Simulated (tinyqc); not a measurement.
Changing the optical dielectric constant eps_opt: Schottky barrier with interface states (Cowley-Sze model), image lowering and contact resistance. Computed by tinyqc, a small Python program. Command: `OMP_NUM_THREADS=1 python tinyqc.py 3002657 3002658 out.jsonl pinning sweep`. One thread of a shared host (Intel(R) Xeon(R) Processor @ 2.30GHz), about 0.01 s of CPU time with the checks.

An n-type semiconductor under a metal. The barrier lies between the Schottky-Mott limit phi_M - chi and the Bardeen limit E_g - E_n, E_n being the neutrality level of the interface states; the space-charge term of the full Cowley-Sze expression is left out.

Inputs (values chosen for the exercise, with gap, mass and screening modelled on CdTe):
```
quantity                                       value   unit
gap E_g                                         1.56     eV
electron affinity chi                           4.42     eV
metal work function phi_M                       4.79     eV
neutrality level E_n above the valence band    0.746     eV
dielectric constant eps_s                         10      -
electron mass m_e                             0.0969    m_0
valleys M_c                                        1      -
donor density N                              9.8e+15  cm^-3
temperature T                                    200      K
reverse bias V_r                                 3.4      V
```

Pinning factor from: Moench relation.

Constants: k_B = 8.617333262e-05 eV/K; m_0 = 9.1093837015e-31 kg; k_B = 1.380649e-23 J/K; h = 6.62607015e-34 J s; eps_0 = 8.8541878128e-12 F/m; e = 1.602176634e-19 C.

Method:
- S = 1/(1 + 0.1 (eps_opt - 1)^2), an empirical relation for metal-induced gap states.
- phi_B = S (phi_M - chi) + (1 - S)(E_g - E_n); the hole barrier is E_g - phi_B.
- N_c = 2 M_c (2 pi m_e k_B T/h^2)^(3/2); xi = E_c - E_F solves N = N_c F_1/2(-xi/k_B T) (bisection; full ionisation).
- F_1/2(eta) = (2/sqrt(pi)) int_0^infinity sqrt(x)/(1 + exp(x - eta)) dx, by the trapezoid rule in t = sqrt(x) with step 0.02 up to t = 12 (for eta < -12 by exp(eta) - exp(2 eta)/2^(3/2)).
- V_bi = phi_B - xi; W = sqrt(2 eps_s eps_0 (V_bi + V_r - k_B T/e)/(e N)); field at the metal E_m = e N W/(eps_s eps_0); image lowering sqrt(e E_m/(4 pi eps_s eps_0)).
- A* = 4 pi e m_e M_c k_B^2/h^3 (a simple valley count); J_s = A* T^2 exp(-phi/k_B T).
- J_0 uses phi_B; the reverse current uses phi_B less the image lowering, times 1 - exp(-V_r/k_B T).

One run for each value:
```
optical dielectric constant eps_opt  pinning factor S  barrier phi_B (eV)  J_0 (A/cm^2)
2.0                                            0.9091              0.4104     2.126e-05
2.7                                            0.7758              0.4695     6.857e-07
3.6                                            0.5967              0.5491     6.790e-09
4.9                                            0.3967              0.6379     3.930e-11
6.6                                            0.2418              0.7066     7.268e-13
8.8                                            0.1412              0.7513     5.441e-14
12.0                                           0.0763              0.7801     1.024e-14
16.0                                           0.0426              0.7951     4.289e-15
```

Over the rows, pinning factor S falls from 0.909 to 0.0426 (exponent d ln y / d ln x -0.53 between the first rows and -2.0 between the last); barrier phi_B (eV) rises from 0.410 to 0.795 (exponent d ln y / d ln x 0.45 between the first rows and 0.066 between the last); J_0 (A/cm^2) falls from 2.13e-5 to 4.29e-15 (exponent d ln y / d ln x -11 between the first rows and -3.0 between the last). In this relation a more polarisable host pins more strongly; the gap and E_n are held here, though in real series they change with eps_opt.
